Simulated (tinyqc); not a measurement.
Inside a calculation. Method: one-electron ion in a basis of Gaussians. One step of it, computed by the program tinyqc.

Task: Matrices over normalised Gaussians. With p = a_i + a_j and I(k) = Gamma((k+1)/2) / (2 p^((k+1)/2)): S = I(2l+2), T = (2l+3) a_i a_j S / p, V = -Z I(2l+1), each divided by sqrt(S_ii S_jj).

exponents of r^l exp(-a r^2) (1/bohr^2): 0.083460  0.202200  0.489600  1.186000  2.873000

Z = 1

l = 0

Give: S; T; V.

Result:

S, lower triangle:
```
        1       2       3       4       5
1  1.0000
2  0.8674  1.0000
3  0.5926  0.8675  1.0000
4  0.3490  0.5926  0.8674  1.0000
5  0.1907  0.3490  0.5925  0.8674  1.0000
```

T (hartree), lower triangle:
```
        1       2       3       4       5
1  0.1252
2  0.1537  0.3033
3  0.1268  0.3724  0.7344
4  0.0816  0.3071  0.9018  1.7790
5  0.0464  0.1978  0.7435  2.1845  4.3095
```

V (hartree), lower triangle:
```
         1        2        3        4        5
1  -0.4610
2  -0.5231  -0.7176
3  -0.5062  -0.8142  -1.1166
4  -0.4437  -0.7879  -1.2670  -1.7379
5  -0.3699  -0.6906  -1.2259  -1.9720  -2.7048
```
